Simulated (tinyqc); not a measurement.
# Threshold of a short bulk MOSFET: charge sharing, barrier lowering, narrow width, step by step

Computed by the program tinyqc: `OMP_NUM_THREADS=1 python tinyqc.py 2002104 2002105 out.jsonl`, one thread of a shared Intel Xeon 2.30GHz, about 0.01 s for the whole run. Printed values are rounded.

n-channel device on a p-type body, depletion approximation, full ionisation. Uniform doping N = Na. Vbi from Boltzmann statistics is rough for the degenerate source. Cox = eps0 eox/tox.

Inputs (values chosen for the exercise); band and dielectric values close to those of silicon:
```
symbol,value,unit,meaning
T,350,K,temperature
Eg,1.13,eV,band gap
eps_r,11.7,,relative permittivity
Nc,3.59e19,cm^-3,conduction-band density of states at T
Nv,3.35e19,cm^-3,valence-band density of states at T
eox,3.9,,relative permittivity of the gate insulator (close to silicon dioxide)
tox,1.3,nm,insulator thickness
Na,3.5e17,cm^-3,channel doping
Nsd,1e20,cm^-3,source and drain doping
Vfb,-0.72,V,flat-band voltage for the doping Na
xj,55,nm,junction depth
Vbs,0,V,body-source voltage
Vds,1.2,V,drain-source voltage
W,1100,nm,gate width
xw,1.5708,,shape factor of the fringing depletion at the width edges
L,120,nm,channel length
```

Constants: q = 1.602176634e-19 C, kB = 1.380649e-23 J/K, Vt = kB T/q, eps0 = 8.8541878128e-14 F/cm where lengths are in cm. Results are converted to the units shown.

## Long-channel threshold and scales

ni = sqrt(Nc Nv) exp(-Eg/(2 Vt)), Eg in volts; 2 pB = 2 Vt ln(N/ni); flat band Vfb - Vt ln(N/Na); Wd = sqrt(2 eps0 eps_r (2 pB - Vbs)/(q N)); body term q N Wd/Cox; long-channel VT0 = flat band + 2 pB + body term; Vbi = Vt ln(N Nsd/ni^2); scale length l = sqrt((eps_r/eox) tox Wd).

N = 3.5e17 cm^-3
2 pB = 0.8527654 V
flat band = -0.72 V
Wd = 56.13166 nm
body term = 0.1184994 V
VT0 = 0.2512648 V
Vbi = 1.023324 V
l = 14.79572 nm

## Short-channel and narrow-width shifts

Charge sharing (trapezoid; it ignores Vds): F = (xj/L)(sqrt(1 + 2 Wd/xj) - 1), lowering = body term times F. Barrier lowering: th = exp(-L/(2 l)) + 2 exp(-L/l), lowering = th [2 (Vbi - 2 pB) + Vds], DIBL = th. Narrow width: rise = body term times xw Wd/W. VT by each model = VT0 - lowering + rise.

F = 0.3409494
lowering by charge sharing = 40.40232 mV
th = 0.01793234
lowering of the barrier = 27.63582 mV
DIBL = 17.93234 mV/V
narrow-width rise = 9.498442 mV
VT, charge sharing = 0.2203609 V
VT, barrier lowering = 0.2331274 V

L is 8.11 scale lengths. The charge-sharing lowering is 46 % above the barrier lowering; the first falls off as 1/L and the second exponentially. Both describe the same loss of gate control, so they are alternatives and are not added.
